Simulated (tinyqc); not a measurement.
# Small-signal admittance of a forward-biased p+-n diode: admittance against frequency

Holes injected into a neutral base of width wb with an ohmic contact at its end; low injection, p0 far above the equilibrium density. A small voltage v exp(i w t), w = 2 pi f, modulates the edge density by p0 v/Vt, and the small-signal density obeys Dp d2p/dx2 = (1/tau + i w) p.

L = sqrt(Dp tau); direct current J = (q Dp p0/L) coth(wb/L); k = sqrt(1 + i w tau)/L; diffusion admittance Y = (q Dp p0/Vt) k coth(k wb) = G + i w C_diff; junction capacitance C_j = sqrt(q eps0 eps_r Nd/(2 Vr)) in the depletion approximation, with the remaining barrier Vr = Vt ln(Na/p0), a rough value under forward bias; base-width modulation is left out. Measured admittance 1/[Rs + 1/(Y + i w C_j)].

Parameters, values chosen for the exercise; permittivity close to that of silicon:
- T = 300 K (temperature)
- eps_r = 11.7 (relative permittivity)
- Nd = 2.4e15 cm^-3 (donor density of the base)
- Dp = 7.9 cm^2/s (hole diffusion coefficient)
- tau = 3e-7 s (hole lifetime)
- wb = 18 um (width of the neutral base)
- p0 = 9.4e13 cm^-3 (excess hole density at the junction edge)
- Na = 3e19 cm^-3 (acceptor density of the p+ side)
- Rs = 0.0046 ohm cm^2 (series resistance)

Constants: q = 1.602176634e-19 C, kB = 1.380649e-23 J/K, Vt = kB T/q, eps0 = 8.8541878128e-14 F/cm where lengths are in cm. Results are converted to the units shown.

The same in every row: C_j (uF/cm^2) = 0.02466.

Admittance against frequency:
```
f (Hz)     w tau  G (S/cm^2)  C_diff (uF/cm^2)  measured G (S/cm^2)  measured C (uF/cm^2)  phase of the measured Y (degrees)
3000    0.005655       3.628            0.2963                3.568                0.3105                            0.09399
10000    0.01885       3.628            0.2963                3.568                0.3105                             0.3133
40000    0.07540       3.628            0.2963                3.569                0.3105                              1.253
2e5       0.3770       3.638            0.2960                3.579                0.3102                              6.215
8e5        1.508       3.791            0.2909                3.737                0.3048                              22.29
3e6        5.655       5.302            0.2417                5.283                0.2537                              42.15
1e7        18.85       9.441            0.1423                9.492                0.1530                              45.36
6e7        113.1       22.58           0.05937                23.83               0.06777                              47.00
2e8        377.0       41.10           0.03262                47.72               0.03759                              44.71
```

Read the table: what changes, and by how much?

G starts at J/Vt = 3.63 S/cm^2 and C_diff at (J tau/(2 Vt))(1 - 2 x/sinh 2x) = 0.296 uF/cm^2, x = wb/L = 1.17. Between the last two rows G goes as f^(0.50) and C_diff as f^(-0.50); the limits are 1/2 and -1/2, reached when the signal penetrates only sqrt(Dp/w). The measured C is 3.3 % below C_diff + C_j in the first row and 34 % below it in the last, the difference being due to Rs.

Program tinyqc, `OMP_NUM_THREADS=1 python tinyqc.py 2890113 2890114 out.jsonl`; Intel Xeon 2.30GHz, shared host, one thread, about 0.01 s.
